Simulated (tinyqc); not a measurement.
Comparisons within one model: strained quantum well: band edges, subbands and transparency. A value that a table varies takes the place of the one given here.

Growth on (001), barriers unstrained: tr(e) = e (2 - nu2), Z = b e (1 + nu2); Ec = Ev + Eg + ac tr(e), E_HH = Ev + av tr(e) + Z, E_LH = Ev + av tr(e) - Z (coupling to the split-off band left out).

Masses along z: me, 1/(g1 - 2 g2) for HH, 1/(g1 + 2 g2) for LH, likewise in the barrier; in the plane me, 1/(g1 + g2) for HH and 1/(g1 - g2) for LH (no mixing, which understates the hole masses away from k = 0). Level n solves k L + 2 atan[(k/m)/(kappa/mb)] = n pi, k = sqrt(m E/c), kappa = sqrt(mb (V - E)/c), c = hbar^2/2m0.

Transparency (Bernard-Duraffourg): Fc - Fv equals the lowest transition energy with n = p, n = sum m/(2 pi c) kB T ln(1 + exp((Fc - E)/kB T)) and p likewise over the listed subbands; c = hbar^2/2m0, 1/angstrom^2 = 1e16/cm^2.

Constants: hbar^2/2m0 = 3.80998211 eV angstrom^2; kB = 8.617333262e-05 eV/K; hc = 1239.841984 eV nm.

Inputs chosen for the exercise (near those of an InGaAs/InP well; not measured data): nu2 = 1.003 (2 C12/C11); Eg = 0.682 eV (unstrained gap of the well); Ev = -0.587 eV (its valence edge); ac = -5.98 eV; av = 1.07 eV (Ev moves by av tr(e)); b = -1.89 eV (shear potential); Egb = 1.352 eV (gap of the barrier); Evb = -0.94 eV (its valence edge); L = 70 angstrom (well width); me = 0.0414 m0 (electron mass); g1 = 14.4 (gamma1); g2 = 5.73 (gamma2); meb = 0.08 m0; g1b = 5.08; g2b = 1.6; T = 300 K (temperature); es = (-0.02, -0.014, -0.008, -0.003, 0, 0.003, 0.007, 0.012) (strains); e = -0.0024 (strain in the plane); Ls = (25, 35, 50, 65, 85, 110, 150) angstrom (widths).

## Strain as a design knob

Only the strain is changed; the unstrained gap and the masses are kept.

Results:

| e (%) | wavelength (nm) | top hole | hh1 - lh1 (meV) | n_tr (1e12/cm^2) | share in top |
|---|---|---|---|---|---|
| -2.0 | 1516 | hh1 | 190 | 0.373 | 0.83 |
| -1.4 | 1545 | hh1 | 148 | 0.374 | 0.82 |
| -0.8 | 1576 | hh1 | 105 | 0.380 | 0.79 |
| -0.3 | 1604 | hh1 | 69 | 0.401 | 0.70 |
| 0.0 | 1621 | hh1 | 47 | 0.431 | 0.60 |
| 0.3 | 1639 | hh1 | 25 | 0.485 | 0.46 |
| 0.7 | 1671 | lh1 | -3 | 0.580 | 0.69 |
| 1.2 | 1793 | lh1 | -40 | 0.523 | 0.89 |

n_tr is largest at e = +0.7 % (0.58), where hh1 - lh1 = -3 meV and the top subband holds 69 % of the holes, and smallest, 0.37, at -2.0 and -1.4 %. The top hole level turns from hh to lh, and the light from TE to TM, between +0.3 and +0.7 %. The wavelength runs from 1516 to 1793 nm.

## Width of the well

All levels anew.

Results:

| L (angstrom) | wavelength (nm) | top hole | hh1 - lh1 (meV) | n_tr (1e12/cm^2) | share in top | n_tr/L (1e18/cm^3) |
|---|---|---|---|---|---|---|
| 25 | 1320 | hh1 | 115 | 0.345 | 0.96 | 1.38 |
| 35 | 1422 | hh1 | 100 | 0.351 | 0.93 | 1.00 |
| 50 | 1524 | hh1 | 81 | 0.369 | 0.84 | 0.74 |
| 65 | 1590 | hh1 | 68 | 0.395 | 0.72 | 0.61 |
| 85 | 1647 | hh1 | 56 | 0.434 | 0.59 | 0.51 |
| 110 | 1690 | hh1 | 46 | 0.484 | 0.47 | 0.44 |
| 150 | 1729 | hh1 | 37 | 0.572 | 0.36 | 0.38 |

The wavelength tunes by 409 nm. The sheet density at transparency changes from 0.35 to 0.57, the top hole subband holding 0.96 and 0.36 of the holes at the ends, while the volume density falls by a factor 3.6. Critical thickness and carrier escape are left out.

## What each parameter does

Edge wavelength, hh1 - lh1 and n_tr. Each row changes one parameter from the base and keeps the others.

Results:

| case | wavelength (nm) | hh1 - lh1 (meV) | n_tr (1e12/cm^2) |
|---|---|---|---|
| base | 1607.1 | 64.4 | 0.405 |
| L = 80 angstrom | 1635.2 | 58.3 | 0.425 |
| e = -0.0044 | 1595.7 | 78.7 | 0.392 |
| Eg = 0.662 eV | 1646.2 | 64.4 | 0.405 |
| b = -2.17 eV | 1609.9 | 66.9 | 0.402 |
| ac = -5.38 eV | 1609.8 | 64.4 | 0.405 |
| me = 0.0455 m0 | 1611.0 | 64.4 | 0.427 |
| g1 = 15.26 | 1601.2 | 62.1 | 0.391 |
| T = 340 K | 1607.1 | 64.4 | 0.477 |

The largest shifts from the base row, up to three for each result and ties (the steps differ in size, so this ranks the rows, not the parameters). wavelength (nm): Eg +39.1, L +28.1, e -11.3; unchanged at the printed digits by T. hh1 - lh1 (meV): e +14.4, L -6.1, b +2.6; unchanged at the printed digits by Eg, ac, me and T. n_tr (1e12/cm^2): T +0.072, me +0.022, L +0.020; unchanged at the printed digits by Eg and ac.

Run: tinyqc, `OMP_NUM_THREADS=1 python tinyqc.py 1282646 1282647 out.jsonl`; Intel(R) Xeon(R) Processor @ 2.30GHz, one thread, shared host; about 0.01 s of CPU time with all checks.
